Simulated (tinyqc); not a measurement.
Worked calculation: physical sputtering: collision-cascade yield, angular dependence, faceting and resputtering in deposition. Computed by tinyqc, a small Python program that keeps every step. Command: `OMP_NUM_THREADS=1 python tinyqc.py 3013928 3013929 out.jsonl sputter walk`. One thread of a shared host (Intel(R) Xeon(R) Processor @ 2.30GHz), about 0.01 s of CPU time with the checks. Intermediate numbers are printed to about 7 digits and carried at full precision; extremes and crossings named in words are read from the listed rows.

Ions start collision cascades; atoms that reach the surface with more than U leave. The target is amorphous or fine-grained.

Inputs (values chosen for the exercise, modelled on krypton ions on silicon): ion Z1 = 36; ion mass M1 = 83.8 u; target Z2 = 14; target mass M2 = 28.09 u; surface binding energy U = 4.63 eV; target density N = 49.9 1/nm^3; fit factor Q = 0.67; ion energy E = 270 eV; current density J = 2 mA/cm^2; angular exponent f = 2.5; angle of the largest yield = 74 degrees; angle of incidence = 65 degrees; deposition rate over sputter rate on a flat surface, D/S = 5.6.

Constants: e = 1.602176634e-19 C.

## Yield at normal incidence

gamma = 4 M1 M2/(M1 + M2)^2; threshold E_th = 6.7 U/gamma for M1 >= M2, else U (1 + 5.7 M1/M2)/gamma. eps = 0.03255 M2 E/(Z1 Z2 (M1 + M2) z), z = (Z1^(2/3) + Z2^(2/3))^(1/2), E in eV; s_n = 3.441 sqrt(eps) ln(eps + 2.718)/(1 + 6.355 sqrt(eps) + eps (6.882 sqrt(eps) - 1.708)); S_n = 84.78 Z1 Z2 M1 s_n/((M1 + M2) z) in eV angstrom^2; alpha = 0.249 (M2/M1)^0.56 + 0.0035 (M2/M1)^1.5 for M1 <= M2, else 0.0875 (M2/M1)^(-0.15) + 0.165 M2/M1; Y0 = 0.042 Q alpha S_n/U [1 - sqrt(E_th/E)]^2.5 (the electronic-loss factor of the full formula is dropped). Erosion rate = Y0 J/(e N); 1 cm^2 = 1e14 nm^2.

energy transfer factor gamma = 0.7520959

threshold E_th = 41.24607 eV

reduced energy eps = 0.001070870

nuclear stopping S_n = 730.9135 eV angstrom^2

alpha = 0.1583974

yield Y0 = 0.2037834 atoms per ion

erosion rate = 30.58716 nm/min

The threshold factor is 0.290; the energy cost is 1320 eV per removed atom, 286 times U. Caution: within a few times the threshold, cascades are short and these fits are rough.

## Oblique incidence

Angular law: Y/Y0 = t^f exp(-f cos(a_opt)(t - 1)), t = 1/cos(angle), largest at a_opt. A plane tilted by the angle recedes along the beam at a speed proportional to Y(angle), and along its own normal as Y cos(angle).

Y/Y0 at the angle = 3.359440

yield at the angle = 0.6845982 atoms per ion

normal speed relative to a flat surface = 1.419761

largest Y/Y0 = 4.099096

## Deposition with resputtering

With a directional flux, net growth along the beam is D - S Y(angle)/Y0. Slopes where Y/Y0 exceeds D/S are etched: solve Y/Y0 = D/S below a_opt, if the largest Y/Y0 exceeds D/S. The normal speed is largest where f (1 - cos(a_opt)/cos(angle)) = 1, cos(angle) = f cos(a_opt)/(f - 1), or at angle 0 if this exceeds 1.

Angle of zero net growth: none: every slope grows

angle of the largest normal speed = 62.65189 degrees

Deposition outweighs sputtering at every angle, so no slope is cut back.

## Yield over energy

The formulas are those given above.

Normal incidence:
```
E (eV)           eps  S_n (eV angstrom^2)        Y0  Y0 per keV
100     3.966186e-04              476.479  0.035119   0.3511894
200     7.932372e-04              644.275  0.136551   0.6827525
300     1.189856e-03              763.467  0.230816   0.7693881
500     1.983093e-03              937.587  0.387169   0.7743370
1000    3.966186e-03             1217.591  0.664529   0.6645291
2000    7.932372e-03             1544.890  1.009418   0.5047092
5000    1.983093e-02             2031.913  1.541752   0.3083505
10000   3.966186e-02             2416.177  1.970383   0.1970383
30000   1.189856e-01             2961.770  2.594292   0.0864764
100000  3.966186e-01             3188.960  2.916506   0.0291651
```

The yield per keV peaks at 500 eV among these rows, 12 times the threshold, the most economical range for removing atoms. Y0 varies as E^1.96 between the first rows and as E^0.10 at the end, where nuclear stopping is flattening. Caution: the electronic-loss factor, dropped here, would lower the yields at the highest energies slightly.

Checks made by the program: position of the angular maximum (relative difference below 1e-10).
